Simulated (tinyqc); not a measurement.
# Carrier lifetime of a p-type layer with SRH, radiative, Auger and surface recombination: effects of single changes

Uniform excess density dn = dp (no trapping), n = n0 + dn, p = p0 + dn, Boltzmann statistics, full ionisation. Surfaces enter as a rate 2 S dn/d, which holds while diffusion to them is fast.

Values chosen for this exercise; band and dielectric values close to those of In0.53Ga0.47As:
- T = 400 K (temperature)
- Eg = 0.726 eV (band gap)
- Nc = 3.28e17 cm^-3 (conduction-band density of states at T)
- Nv = 1.19e19 cm^-3 (valence-band density of states at T)
- B = 9.84e-11 cm^3/s (radiative coefficient)
- N = 6.8e17 cm^-3 (acceptor density)
- Cn = 2.7e-29 cm^6/s (Auger coefficient (two electrons))
- Cp = 1.6e-29 cm^6/s (Auger coefficient (two holes))
- Nt = 2.2e11 cm^-3 (trap density)
- sn = 4e-14 cm^2 (capture cross-section for electrons)
- sp = 4e-15 cm^2 (capture cross-section for holes)
- vth = 2.4e7 cm/s (thermal velocity (both carriers))
- Et = 0.12 eV (trap level below the conduction band)
- S = 100 cm/s (surface recombination velocity (both faces))
- d = 9 um (sample thickness)

Constants: q = 1.602176634e-19 C, kB = 1.380649e-23 J/K, Vt = kB T/q. Results are converted to the units shown.

Each table varies one quantity; the others keep the values above.

## Lifetime against injection

ni = sqrt(Nc Nv) exp(-Eg/(2 Vt)), Eg in volts; majority density N/2 + sqrt(N^2/4 + ni^2), n0 p0 = ni^2; n1 = Nc exp(-Et/Vt), p1 = Nv exp((Et - Eg)/Vt); tn0 = 1/(sn vth Nt), tp0 = 1/(sp vth Nt). With e = n p - ni^2 = dn (n0 + p0 + dn): U_SRH = e/(tp0 (n + n1) + tn0 (p + p1)), U_rad = B e, U_Aug = (Cn n + Cp p) e, U_s = 2 S dn/d. Each tau is dn over its rate; tau = dn/U with U the sum.

The same in every row: tau_s (s) = 4.500e-6.

Result of one run:
```
dn (cm^-3),tau_SRH (s),tau_rad (s),tau_Aug (s),tau (s),radiative share (%),largest path
1e11,5.438e-6,1.495e-8,1.352e-7,1.338e-8,89.55,radiative
```

What becomes of these results when the excess density dn is changed from 1e11 to 1e15 cm^-3, all else the same?

Result of the changed run:
```
dn (cm^-3),tau_SRH (s),tau_rad (s),tau_Aug (s),tau (s),radiative share (%),largest path
1e15,5.506e-6,1.492e-8,1.344e-7,1.336e-8,89.52,radiative
```

The whole series:
```
dn (cm^-3),tau_SRH (s),tau_rad (s),tau_Aug (s),tau (s),radiative share (%),largest path
1e11,5.438e-6,1.495e-8,1.352e-7,1.338e-8,89.55,radiative
1e12,5.438e-6,1.494e-8,1.352e-7,1.338e-8,89.55,radiative
1e13,5.438e-6,1.494e-8,1.352e-7,1.338e-8,89.55,radiative
1e14,5.444e-6,1.494e-8,1.351e-7,1.338e-8,89.55,radiative
1e15,5.506e-6,1.492e-8,1.344e-7,1.336e-8,89.52,radiative
1e16,6.114e-6,1.473e-8,1.281e-7,1.314e-8,89.24,radiative
1e17,1.142e-5,1.303e-8,8.446e-8,1.125e-8,86.33,radiative
1e18,3.320e-5,6.049e-9,1.105e-8,3.905e-9,64.55,radiative
1e19,4.911e-5,9.516e-10,2.124e-10,1.736e-10,18.25,Auger
```

Radiative recombination leads at dn = 1e11, Auger from 1e19 on. The total lifetime falls from 1.34e-8 to 1.74e-10 s. tau_SRH goes from 5.44e-6 s (low-injection limit 5.44e-6 s) to 4.91e-5 s (high-injection limit tn0 + tp0 = 5.21e-5 s). Between the last two rows tau_rad goes as dn^(-0.80) and tau_Aug as dn^(-1.72); the radiative share falls from 89.6 to 18.2 %. For dn = 1e17, 1e18, 1e19 the carriers are degenerate, where B and the Auger coefficients no longer stay constant.

## Effect of the trap level below the conduction band at dn = 2e14 cm^-3

Same model as above.

Here dn = 2e14 cm^-3.

The same in every row: tau_rad (s) = 1.494e-8; tau_Aug (s) = 1.350e-7; tau_s (s) = 4.500e-6.

Results:
```
Et (eV),tau_SRH (s),tau (s),radiative share (%),largest path
0.06,8.754e-6,1.339e-8,89.63,radiative
0.14,5.142e-6,1.338e-8,89.53,radiative
0.29,4.754e-6,1.337e-8,89.52,radiative
0.36,4.751e-6,1.337e-8,89.52,radiative
0.44,4.769e-6,1.337e-8,89.52,radiative
0.51,4.906e-6,1.338e-8,89.52,radiative
0.59,6.351e-6,1.338e-8,89.58,radiative
0.67,2.107e-5,1.340e-8,89.71,radiative
```

Estimate the missing row, Et = 0.21 eV.

Computed row:
```
Et (eV),tau_SRH (s),tau (s),radiative share (%),largest path
0.21,4.800e-6,1.337e-8,89.52,radiative
```

With this row back in the table: Radiative recombination leads at Et = 0.06 and in all other rows. tau_SRH goes from 8.75e-6 through a minimum of 4.75e-6 (at Et = 0.36 among the rows listed) to 2.11e-5 s and the total lifetime stays near 1.34e-8 s. tau_SRH is within a factor 1.5 of its lowest value for Et from 0.14 to 0.59 eV; nearer a band edge n1 or p1 outgrows the carrier densities and the trap re-emits what it captured.

Program tinyqc, `OMP_NUM_THREADS=1 python tinyqc.py 2300107 2300108 out.jsonl`; Intel Xeon 2.30GHz, shared host, one thread, about 0.01 s.
